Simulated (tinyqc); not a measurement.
Donor or exciton in a quantum well (variational effective-mass method): one step, computed by the program tinyqc. Command: `OMP_NUM_THREADS=1 python tinyqc.py 3001181 3001182 out.jsonl welldonor walk`. One thread of a shared host (Intel(R) Xeon(R) Processor @ 2.30GHz), about 0.02 s of CPU time with the checks.

Electron and hole in their lowest subbands f(z) = cos(pi z/L); relative in-plane motion exp(-rho/lambda) (separable trial function), H = -nabla_rho^2 - 2/sqrt(rho^2 + (z_e - z_h)^2) in effective units. Mass and screening are the same in well and barrier; l = L/a* is the width in effective units. Bands are flat: no polarisation or applied field.

Problem. Best radius. k = pi/l; f = cos(k z) inside and zero outside. Binding E_b(lambda) = -1/lambda^2 + (8/lambda^2) int_0^l P(z) g(z) dz, with P(z) = (2/l) [(1 - z/l)(1 + cos(2 pi z/l)/2) + (3/(4 pi)) sin(2 pi z/l)] the distribution of |z_e - z_h| and g(z) = int_z^infinity exp(-2 sqrt(r^2 - z^2)/lambda) dr = int_0^infinity exp(-2 rho/lambda) rho/sqrt(rho^2 + z^2) d rho; 40 Gauss-Legendre points in z and 40 in t with rho = lambda t/(1 - t). Golden-section search for the maximum over lambda from 0.3 to 4, 40 steps.

Inputs (values chosen for the exercise, for a model semiconductor): well width L = 1.5 nm.

Centre: exciton. Barriers: infinite.

l = 0.4694906

Ry* = 26.02194 meV

a* = 3.194952 nm

Give: best lambda; binding in Ry*; binding energy; radius lambda a*.

Solution.

best lambda = 0.72272 a*

binding in Ry* = 2.6356

binding energy = 68.584 meV

radius lambda a* = 2.3090 nm

Confinement changes the binding by a factor 2.636 against the bulk value (limits: 4 in two dimensions, 1 inside a wide well, which this separable form does not reach). Caution: so narrow a well has large confinement energy, where non-parabolicity and barrier penetration matter.
